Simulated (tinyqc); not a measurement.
Across the gap: metal-induced gap states at the contact of a metal chain and a two-band chain.

The semiconductor alternates sites A at -Eg/2 and C at +Eg/2 with hopping -t; the gap runs from -Eg/2 to Eg/2. In the gap cosh(q a) = 1 + (Eg^2/4 - E^2)/(2 t^2) and the amplitude changes by -exp(-q a) a period. The metal has site energy 0 and hopping -tm; its end site has g_m = (E - i sqrt(4 tm^2 - E^2))/(2 tm^2). Sites 1, 2, ... count into the semiconductor, with energies e1, e2 alternating. The clean half chain has g1 = 1/(E - e1 - t^2 g2), g2 = 1/(E - e2 - t^2 g1), decaying root. With the contact G11 = 1/(1/g1 - tc^2 g_m), and the density on site j is -Im G_jj/pi = |psi_j/psi_1|^2 (-Im G11/pi), per spin, with psi_2/psi_1 = -t g2, psi_3/psi_2 = -t g1.

Values chosen for the exercise (gap and optical dielectric constant near those of HfO2; the chain itself is a model; shifted at random, so the results belong to these values and not to a real crystal):
```
symbol  value  unit      meaning
Eg      5.62   eV        gap
t       2.32   eV        hopping in the semiconductor
tm      2.45   eV        hopping in the metal
tc      1.36   eV        hopping across the contact
end     C                site that touches the metal
a       3.6    angstrom  period (two sites); one chain for each area a^2
```

E = f Eg. Share on C: the part of the summed density that lies on C sites, whose orbitals make the conduction edge.

Gap states:
```
f,E (eV),xi = 1/(2q) (angstrom),D1 (1/eV),D2 (1/eV),sum (1/eV),share on C
-0.48,-2.698,5.33,0.0006,0.0198,0.0415,0.028
-0.40,-2.248,2.53,0.0023,0.0102,0.0165,0.185
-0.30,-1.686,1.93,0.0044,0.0069,0.0133,0.389
-0.15,-0.843,1.64,0.0081,0.0050,0.0148,0.618
0.00,0.000,1.57,0.0137,0.0044,0.0201,0.759
0.15,0.843,1.64,0.0236,0.0042,0.0313,0.848
0.30,1.686,1.93,0.0455,0.0045,0.0591,0.911
0.40,2.248,2.53,0.0836,0.0046,0.1162,0.948
0.48,2.698,5.33,0.1911,0.0028,0.3949,0.986
```

The decay length xi of the density is shortest at mid-gap, 1.57 angstrom, and grows to 5.3 near the edges. The summed density is least at f = -0.3 (0.0133) and largest at f = 0.48 (0.3949 1/eV). The share on C goes from 0.03 to 0.99 and passes one half near f = -0.227, a point that depends on which site ends the chain. The states turn from valence-like to conduction-like across the gap; the branch point, where the decay is fastest, lies at mid-gap in this symmetric chain and is the usual estimate of the neutrality level.

Program tinyqc; command `OMP_NUM_THREADS=1 python tinyqc.py 1481860 1481861 out.jsonl`; about 0.01 s on one thread of a shared Intel(R) Xeon(R) Processor @ 2.30GHz.
